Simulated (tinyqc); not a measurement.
Convergence with the mesh: Heisenberg magnet: exchange from energy differences, ordering vector, linear spin waves and ordering temperature. Computed by tinyqc, a small Python program. Command: `OMP_NUM_THREADS=1 python tinyqc.py 3009503 3009504 out.jsonl magnon sweep`. One thread of a shared host (Intel(R) Xeon(R) Processor @ 2.30GHz), about 0.3 s of CPU time with the checks.

H = -sum over pairs <ij> J_ij S_i.S_j - K sum_i (S_i^z)^2, each pair once, J > 0 ferromagnetic. First neighbours: 8 at a (0.5, 0.5, 0.5), second: 6 at a (1, 0, 0), with all permutations and signs.

Inputs (values chosen for the exercise, for a model magnet): exchange J1 = -1.94 meV; exchange J2 = 0.18 meV; spin S = 1.5; single-ion anisotropy K = 0.005 meV; temperature T = 62 K.

Lattice: bcc. Order: Neel (nearest neighbours antiparallel).

Constants: k_B = 8.617333262e-05 eV/K.

Method:
- J(q) = J1 g1(q) + J2 g2(q), g_s(q) = sum over shell s of cos(q.R).
- g_s(q) = sum over shell s of cos(q.R), z1 = g1(0). A(q) = S [-J1 g1(0) + J2 (g2(0) - g2(q))] + (2S - 1) K, B(q) = S J1 g1(q), E(q) = sqrt(A^2 - B^2). The factor 2S - 1 removes the anisotropy for S = 1/2.
- Mesh: q = sum_i (m_i + 1/2)/n b_i, m_i = 0..n-1, b = [[0, 1, 1], [1, 0, 1], [1, 1, 0]] in 2 pi/a; <..> is the mean over the mesh.
- n = 1/(exp(E/(k_B T)) - 1); zero-point loss <A/(2E) - 1/2>, thermal loss <(A/E) n>; moment = S less the losses.
- K left out. Mean field: k_B T = S (S + 1) J(Q)/3 at the ordering vector Q; random-phase (Tyablikov): k_B T = [S (S + 1)/3] / <1/(J(Q) - J(q))>; Curie-Weiss theta = S (S + 1) J(0)/(3 k_B).

One run for each value:
```
mesh divisions n  random-phase ordering temperature (K)  thermal loss  zero-point loss
4                                                198.91      0.019060         0.043346
6                                                189.93      0.025039         0.049660
8                                                185.91      0.028767         0.051744
12                                               182.13      0.032963         0.053186
16                                               180.31      0.035200         0.053674
24                                               178.54      0.037454         0.054007
```

Over the rows, random-phase ordering temperature (K) falls from 199 to 179 (exponent d ln y / d ln x -0.11 between the first rows and -0.024 between the last); thermal loss rises from 0.0191 to 0.0375 (exponent d ln y / d ln x 0.67 between the first rows and 0.15 between the last); zero-point loss rises from 0.0433 to 0.0540 (exponent d ln y / d ln x 0.34 between the first rows and 0.015 between the last). The sum over 1/(J(Q) - J(q)) has an integrable 1/q^2 peak, so its error falls as 1/n; extrapolating the last two rows in 1/n gives 175.1 K.

Caution (all rows): doubling the mesh changes the thermal sum by more than 3 %, so it is not fully converged.

Extremes, crossings and ranges named in words are read from the listed rows.
